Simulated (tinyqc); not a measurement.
All-pass ring resonator: line shape, cold and heated.

A ring of length L = 2 pi Rr coupled to one bus waveguide: round-trip amplitude a = 10^(-al L/20), self-coupling t = sqrt(1 - k2). At detuning d from the resonance the round-trip phase is p = 2 pi d/FSR and the transmission T = (a^2 - 2 a t cos p + t^2)/(1 - 2 a t cos p + a^2 t^2). Lossless coupler, linear absorption only.

FSR = lam^2/(ng L). The lost power (1 - T) Pin heats the ring by Rt fa (1 - T) Pin and shifts the resonance to longer wavelength by s = (lam dT/ng) times that rise; d = dl - s. The hot columns give T for the smallest and the largest self-consistent shift.

Values chosen for this exercise; values close to those of silicon waveguides:
- lam = 1550 nm (cold resonance wavelength)
- Rr = 10 um (ring radius)
- ng = 4.05 (group index)
- al = 19 dB/cm (propagation loss)
- k2 = 0.05 (power coupling)
- dT = 0.00019 1/K (thermo-optic change of the effective index)
- Rt = 11 K/mW (thermal resistance)
- fa = 0.34 (share of the loss that heats the ring)
- Pin = 0.62 mW (input power)

Line shape, cold and heated:

| dl (pm) | T, cold | roots | smallest s (pm) | T there | largest s (pm) | T there  |
|---|---|---|---|---|---|---|
| -180 | 0.9112 | 1 | 13.17 | 0.9219 | 13.17 | 0.9219 |
| -95 | 0.7458 | 1 | 28.60 | 0.8304 | 28.60 | 0.8304 |
| -47 | 0.4426 | 1 | 44.92 | 0.7336 | 44.92 | 0.7336 |
| 0 | 0.09129 | 1 | 67.08 | 0.6022 | 67.08 | 0.6022 |
| 36 | 0.3366 | 1 | 87.38 | 0.4818 | 87.38 | 0.4818 |
| 71 | 0.6273 | 1 | 108.8 | 0.3547 | 108.8 | 0.3547 |
| 110 | 0.7959 | 1 | 133.0 | 0.2109 | 133.0 | 0.2109 |
| 150 | 0.8775 | 3 | 30.00 | 0.8221 | 152.9 | 0.09341 |
| 210 | 0.9330 | 1 | 12.67 | 0.9249 | 12.67 | 0.9249 |
| 300 | 0.9658 | 1 | 5.987 | 0.9645 | 5.987 | 0.9645 |

What does the table show?

The cold line has FWHM = 118 pm and its dip at dl = 0; heated, the deepest listed dip lies at dl = 150 pm, and the largest possible shift is 153 pm, 1.3 FWHM. 1 row(s) have three roots: there the ring is bistable.

Numbers from tinyqc (`OMP_NUM_THREADS=1 python tinyqc.py 2650028 2650029 out.jsonl`; about 0.01 s on one thread of a shared Intel Xeon 2.30GHz).
